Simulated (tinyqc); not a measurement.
Capacitances against the relative permittivity between the lines.

Endless row of lines of width wl, height tl and space sl between grounded planes at distance hd; e2 fills the gaps beside the lines, e1 the rest. Laplace's equation is solved on meshes of 3, 6 and 12 steps per unit u and extrapolated (Aitken), which is good to about 0.2 %. C_even (all lines at 1 V) is the capacitance Cg to the planes; C_odd (neighbours in antiphase) = Cg + 4 Cc if only nearest neighbours couple, which defines Cc; total with quiet neighbours Cg + 2 Cc. Plate values 2 eps0 e1 wl/hd and eps0 e2 tl/sl.

Parameters, values chosen for the exercise:
- e1 = 4.2 (relative permittivity above and below the lines)
- wl = 6 u (line width, in units u)
- tl = 8 u (line height)
- sl = 4 u (space between lines)
- hd = 4 u (distance to each plane)

Constants: eps0 = 8.8541878128e-12 F/m. Results are converted to the units shown.

The same in every row: plate Cg (aF/um) = 112.

Results:
```
e2   Cg (aF/um)  Cc (aF/um)  Cg + 2 Cc (aF/um)  C_odd (aF/um)  plate Cc (aF/um)  share of coupling, 2 Cc/(Cg + 2 Cc) (%)
1           166        26.9                220            273              17.7                                     24.5
2           170        44.1                258            346              35.4                                     34.2
2.5         171        52.8                277            382              44.3                                     38.2
3           172        61.5                295            418              53.1                                     41.7
3.9         174        77.3                329            483              69.1                                     47.0
5           176        96.6                369            562              88.5                                     52.4
7           178         132                441            705               124                                     59.7
```

Estimate the missing row, e2 = 1.5.

Computed row:
```
e2   Cg (aF/um)  Cc (aF/um)  Cg + 2 Cc (aF/um)  C_odd (aF/um)  plate Cc (aF/um)  share of coupling, 2 Cc/(Cg + 2 Cc) (%)
1.5         168        35.5                239            310              26.6                                     29.7
```

With this row back in the table: As e2 goes from 1 to 7, Cg rises from 166 to 178 aF/um, Cc rises from 26.9 to 132 aF/um and the share of coupling rises from 24.5 to 59.7 %. Cg is 1.49 times its plate value in the first row and 1.59 times in the last; for Cc the ratios are 1.52 and 1.06. Neighbours in antiphase raise the load by a factor of 1.24 and 1.60 over quiet ones.

Numbers from tinyqc (`OMP_NUM_THREADS=1 python tinyqc.py 2790120 2790121 out.jsonl`; about 0.6 s on one thread of a shared Intel Xeon 2.30GHz).
